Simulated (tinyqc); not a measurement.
Comparisons within one model: averaged masses of warped heavy- and light-hole bands. A value that a table varies takes the place of the one given here.

Four-band hole energies E = c k^2 f(u), c = hbar^2/2m0, f = g1 -/+ 2 sqrt(g2^2 + 3 (g3^2 - g2^2) s), s = ux^2 uy^2 + uy^2 uz^2 + uz^2 ux^2 for the unit vector u; minus for heavy, plus for light holes; the mass along u is 1/f.

Grid: n x n midpoints in cos(theta) from 0 to 1 and phi from 0 to pi/2, equal weights. m_d = <f^(-3/2)>^(2/3). Conductivity mass for one scattering time: 1/m_c = <|w|^2 f^(-5/2)>/<f^(-3/2)> with w = grad_k(k^2 f)/(2 k), that is |w|^2 = f^2 + |angular gradient of f|^2/4.

Parameters, chosen for this exercise (out of a larger set: near those of InAs; not measured data):
```
symbol  value  unit  meaning
g1      19.77        Luttinger gamma1
g2      8.52         gamma2
g3      9.29         gamma3
```

## Ways to average over directions

Heavy and light m_d on grids of growing n, against n = 160; also the three-direction rule <F> = (10 F[100] + 16 F[110] + 9 F[111])/35 and the spherical masses 1/(g1 (1 -/+ mu)), mu = (6 g3 + 4 g2)/(5 g1).

Masses (m0):
```
method             heavy   light  error heavy (%)  error light (%)
grid n = 1        0.8243  0.0261            39.57            -1.53
grid n = 2        0.6007  0.0264             1.70            -0.25
grid n = 3        0.5967  0.0265             1.02            -0.12
grid n = 5        0.5924  0.0265             0.29            -0.04
grid n = 10       0.5911  0.0265             0.07            -0.01
grid n = 160      0.5907  0.0265             0.00             0.00
three directions  0.6261  0.0265             6.00             0.03
spherical         0.5537  0.0265            -6.25             0.02
[100] alone       0.3663  0.0272           -37.98             2.53
```

How do the results move?

The heavy mass is within 1 % from grid n = 5 on. Three directions err by +6.00 %, the spherical form by -6.25 % and [100] alone by -38.0 %; for light holes the same three err by +0.03, +0.02 and +2.5 %. The power -3/2 weights the heavy directions near [111], which a mean of f misses.

## Cyclotron masses against the field direction

For the central orbit m_cyc is the mean of 1/f(u) over the directions u normal to B (360 points on the circle). B lies in the (1-10) plane at the angle from [001]; 54.7 degrees is [111], 90 is [110].

Masses (m0):
```
angle (degrees)   heavy   light
0.0              0.4852  0.0267
15.0             0.5114  0.0267
30.0             0.5784  0.0265
45.0             0.6323  0.0264
54.7             0.6399  0.0263
70.0             0.6344  0.0264
90.0             0.6305  0.0264
```

How do the results move?

The heavy mass is smallest at 0 and largest at 54.7 degrees of the angles listed, a spread of 32 %; the light mass varies by 1.6 %. The orbit normal to [001] has s between 0 and 1/4, the orbit normal to [111] has s = 1/4 all round, which gives 1/(g1 - sqrt(g2^2 + 3 g3^2)) = 0.6399. This is the classical limit; low Landau levels of holes depart from it.

## Several materials

The inputs are values chosen for the exercise; n = 40; delta = (g3 - g2)/g1.

Results:
```
case            g1    g2    g3  m_d heavy  m_c heavy  m_d light  delta
A near Ge    13.45  4.22  5.73      0.344      0.270     0.0421  0.112
B near Si     4.28  0.34  1.44      0.517      0.413     0.1554  0.257
C near InAs  20.15  8.44  9.14      0.424      0.385     0.0264  0.035
D near GaP    4.08  0.49  1.25      0.498      0.439     0.1654  0.186
E near GaSb  13.38  4.68  6.02      0.469      0.338     0.0410  0.100
F near InP    5.07  1.60  2.11      0.854      0.712     0.1124  0.101
```

How do the results move?

Heavy masses span a factor of 2.5 and light ones 6.3: the coupling to the conduction band adds to g1, 2 g2 and 2 g3 alike, so it cancels for heavy holes and doubles for light ones. The ratio m_c/m_d of the heavy holes is lowest for E (0.72); delta is largest for B; the heavy band feels the warping rather through (g3 - g2)/(g1 - 2 g3), which runs from 0.37 to 1.00 here and is 1.00 for the case with the lowest ratio.

## What each parameter does

n = 40. Each row changes one parameter from the base and keeps the others.

Results:
```
case         m_d heavy (m0)  m_c heavy (m0)  m_d light (m0)  m_c light (m0)
base                 0.5907          0.4821          0.0265          0.0265
g1 = 19.177          0.9509          0.6211          0.0269          0.0269
g2 = 8.776           0.6476          0.5747          0.0264          0.0263
g3 = 9.569           0.8192          0.4827          0.0263          0.0262
```

How do the results move?

The largest shifts from the base row, up to three for each result and ties (the steps differ in size, so this ranks the rows, not the parameters). m_d heavy (m0): g1 +0.3602, g3 +0.2286, g2 +0.0569. m_c heavy (m0): g1 +0.1389, g2 +0.0926, g3 +0.0006. m_d light (m0): g1 +0.0004, g3 -0.0002, g2 -0.0001. m_c light (m0): g1 +0.0004, g3 -0.0002, g2 -0.0001.

tinyqc: `OMP_NUM_THREADS=1 python tinyqc.py 1081437 1081438 out.jsonl`; about 0.02 s, one thread, shared Intel(R) Xeon(R) Processor @ 2.30GHz.
